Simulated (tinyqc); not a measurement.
Signal and retention of a DRAM cell: failing cells against the refresh interval.

A stored one starts at Vd and leaks: Cs dV/dt = -I(V), I = a sqrt((V + Vb)/(Vd + Vb)) + b, with a = Ig exp[-(Eg1 q/kB)(1/T - 1/T0)] (generation in a depletion layer) and b = Is exp[-(Es q/kB)(1/T - 1/T0)]. The bit line is precharged to Vd/2, and charge sharing gives the signal (V - Vd/2) Cs/(Cs + Cb).

The cell fails below Vc = Vd/2 + dm (Cs + Cb)/Cs. With s = sqrt((Vc + Vb)/(Vd + Vb)), the time from Vd to Vc is t = [2 Cs (Vd + Vb)/a] [1 - s - (b/a) ln((a + b)/(a s + b))]. This time is the median of a log-normal spread: failing cells = Nc erfc(z/sqrt 2)/2, z = ln(t/tr)/sg.

Values chosen for this exercise:
```
symbol,value,unit,meaning
Vd,1.1,V,array voltage
Cs,14,fF,cell capacitance
Cb,41,fF,bit-line capacitance
dm,35,mV,smallest signal that the sense amplifier resolves
Vb,1.27,V,built-in plus back-bias voltage of the storage junction
Ig,0.48,fA,junction leakage at V = Vd and T0
Is,0.13,fA,voltage-independent leakage at T0
Es,0.3,eV,activation energy of Is
T0,358,K,reference temperature
T,358,K,temperature
sg,0.68,,deviation of ln(retention time) over the cells
Nc,1.07e9,,cells
Eg1,0.62,eV,activation energy of Ig
```

Constants: q = 1.602176634e-19 C, kB = 1.380649e-23 J/K. Results are converted to the units shown.

Results:
```
tr (ms)       z  failing cells
16       9.4403     1.9887e-12
32       8.4210      1.9976e-8
128      6.3823       0.093331
256      5.3630         43.799
512      4.3436         7497.9
1024     3.3243       4.7423e5
2048     2.3050       1.1325e7
```

Estimate the missing row, tr = 64 ms.

Computed row:
```
tr (ms)       z  failing cells
64       7.4016      7.1968e-5
```

With this row back in the table: Doubling the interval lowers z by ln 2/sg = 1.02 and multiplies the count by 10000 between the first two rows and by 23.9 between the last two. The count passes 1 at tr = 256 ms among the rows.

Range of the model: Real arrays also hold a tail of unusually leaky cells and cells whose retention varies in time, which this model lacks.

Program tinyqc, `OMP_NUM_THREADS=1 python tinyqc.py 2130159 2130160 out.jsonl`; Intel Xeon 2.30GHz, shared host, one thread, about 0.01 s.
